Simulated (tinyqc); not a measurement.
Stretching all distances: RHF, UHF, MP2, CISD and CCSD against full CI in the 3-21g basis, for H2, spin multiplicity 1. Computed by the program tinyqc with PySCF. 

Geometry (angstrom):
```
atom,x,y,z
H,0.0000,0.0000,0.0000
H,0.0000,0.0000,0.7190
```

All coordinates are multiplied by the scale. c0^2 is the weight of the RHF determinant in the lowest singlet FCI state (UHF is spin-contaminated and may lie near states of higher spin) and n(LUMO) the first natural occupation beyond the occupied space.

Full CI energy (hartree) and errors against it (kcal/mol):
```
scale,distance 1-2 (angstrom),E(FCI),RHF,UHF,MP2,CISD,CCSD,<S^2> UHF,c0^2,n(LUMO)
0.860,0.618,-1.13248,14.144,14.144,3.985,0.000,0.000,0.000,0.989,0.016
1.200,0.863,-1.14131,17.402,17.402,5.770,0.000,0.000,0.000,0.980,0.036
1.530,1.100,-1.10768,22.369,22.369,8.800,0.000,0.000,0.000,0.963,0.072
1.870,1.345,-1.07058,30.108,25.679,13.623,0.000,0.000,0.377,0.930,0.137
2.200,1.582,-1.04133,40.425,19.814,20.027,0.000,0.000,0.691,0.881,0.233
2.540,1.826,-1.02011,53.677,12.391,27.994,0.000,0.000,0.850,0.815,0.364
2.870,2.064,-1.00732,68.151,6.984,36.004,0.000,0.000,0.926,0.745,0.502
```

UHF parts from RHF first at scale 1.87 of those listed, where <S^2> leaves zero. The weight c0^2 goes from 0.99 to 0.74 and n(LUMO) from 0.02 to 0.50: static correlation grows as the bonds break into open-shell fragments. The spread of the error along the curve, which distorts its shape, is CISD 0.0, CCSD 0.0, UHF 18.7, MP2 32.0, RHF 54.0 kcal/mol. With two electrons CISD and CCSD are exact.
